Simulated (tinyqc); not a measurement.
# AlGaN/GaN HEMT with access regions, lumped model, step by step

Computed by the program tinyqc: `OMP_NUM_THREADS=1 python tinyqc.py 2570094 2570095 out.jsonl`, one thread of a shared Intel Xeon 2.30GHz, about 0.02 s for the whole run. Printed values are rounded.

A polarisation-induced electron sheet under a Schottky gate, in series with two ungated access regions and contacts. Drift law v = mu E/(1 + mu E/vs) under the gate. Currents in mA/mm, resistances in ohm mm. No self-heating, no channel-length modulation; fits for polarisation, barrier and offset are chosen for the exercise.

Values chosen for this exercise; values close to those of AlGaN/GaN structures: aluminium share of the barrier x = 0.32; barrier thickness d = 15 nm; relative permittivity of barrier and channel eps_r = 9.2; channel mobility mu = 1400 cm^2/(V s); saturation velocity vs = 1.5e7 cm/s; gate length Lg = 0.5 um; source access length Ls = 2 um; drain access length Ld = 8 um; resistance of each contact Rc = 0.23 ohm mm; share of the drain-access electrons removed by traps ft = 0; gate voltage Vg = 0 V; drain voltage Vd = 4 V; critical field Ec = 3.2 MV/cm; depth over which the depleted charge spreads te = 0.32 um; insulator under the field plate tf = 50 nm; relative permittivity of that insulator ei = 3.9.

Constants: q = 1.602176634e-19 C, eps0 = 8.8541878128e-14 F/cm where lengths are in cm. Results are converted to the units shown.

## Polarisation charge, threshold and sheet resistance

sigma = (5e13 x + 1.6e13 x^2) cm^-2, phiB = 0.84 + 1.3 x, dEc = 0.7 (1.71 x + x^2) in volts, Cb = eps0 eps_r/d, VT = phiB - dEc - q sigma/Cb, access density n0 = -Cb VT/q. Rsh = 1/(q mu n0); largest access current q n0 vs.

sigma = 1.763840e13 cm^-2
Cb = 0.5430569 uF/cm^2
VT = -4.402564 V
n0 = 1.492247e13 cm^-2
Rsh = 298.7590 ohm
q n0 vs = 3586.264 mA/mm

## Iteration 1: drain current

I at the start = 820 mA/mm

Access resistance R(L, n) = L/(q mu n sqrt(1 - (I/(q n vs))^2)); Rs = Rc + R(Ls, n0), Rd = Rc + R(Ld, (1 - ft) n0). Vg' = Vg - I Rs, Vd' = Vd - I (Rs + Rd); with u = Vg' - VT, Vc = vs Lg/mu and w the smaller of Vd' and Vc [sqrt(1 + 2 u/Vc) - 1] (0 if negative), the channel gives (mu Cb/Lg)(u w - w^2/2)/(1 + w/Vc). I(new) = I + 0.2 (channel current - I).

Rs = 0.8437778 ohm mm
Rd = 2.685111 ohm mm
Vg' = -0.6918978 V
Vd' = 1.106311 V
channel current = 1732.921 mA/mm
I after iteration 1 = 1002.584 mA/mm

## Iteration 2: drain current

As before.

Rs = 0.8523319 ohm mm
Rd = 2.719327 ohm mm
Vg' = -0.8545345 V
Vd' = 0.4191107 V
channel current = 1193.685 mA/mm
I after iteration 2 = 1040.804 mA/mm

## Course of the iteration: drain current

Stop when I changes by less than 1e-6 mA/mm, or after 60 iterations. I must stay below q (1 - ft) n0 vs.

Course of the iteration:
```
iteration  I (mA/mm)  |change| (mA/mm)
1           1002.584               183
2           1040.804              38.2
3           1017.882              22.9
4           1034.043              16.2
5           1023.514              10.5
6           1030.806              7.29
7           1025.938              4.87
8           1029.276              3.34
9           1027.027              2.25
...              ...               ...
39          1027.944           2.03e-5
40          1027.944           1.38e-5
41          1027.944           9.36e-6
42          1027.944           6.35e-6
43          1027.944           4.31e-6
44          1027.944           2.93e-6
45          1027.944           1.99e-6
46          1027.944           1.35e-6
47          1027.944           9.16e-7
```

Converged in 47 iterations. At the end each change is about 0.68 times the one before, with alternating sign: linear convergence. Of Vd, 8.04 % reaches the channel; the access current is 29 % of its limit.

## On-resistance and breakdown

sigma = (5e13 x + 1.6e13 x^2) cm^-2, phiB = 0.84 + 1.3 x, dEc = 0.7 (1.71 x + x^2) in volts, Cb = eps0 eps_r/d, VT = phiB - dEc - q sigma/Cb, access density n0 = -Cb VT/q. Ron = 2 Rc + Ls/(q mu n0) + Ld/(q mu (1 - ft) n0) + Lg/(mu Cb (Vg - VT)). Off state: a depleted stretch that holds the voltage V has the peak field sqrt(k V), k = 2 q n0/(eps0 eps_r te), so one edge holds V1 = Ec^2/k. The sheet under the plate pinches off at Vf = q n0 (1/Cb + tf/(eps0 ei)); beyond it the gate edge is screened. BV = V1 if Vf >= V1, else Vf + V1, and at most Ec Ld. Specific resistance Ron (Ls + Lg + Ld); figure of merit BV^2 over it.

Ron = 3.596969 ohm mm
Vf = 39.02102 V
V1 = 55.82201 V
BV = 94.84303 V
specific resistance = 0.3776818 mohm cm^2
figure of merit = 23.81688 MW/cm^2

The plate raises BV by a factor of 1.70.
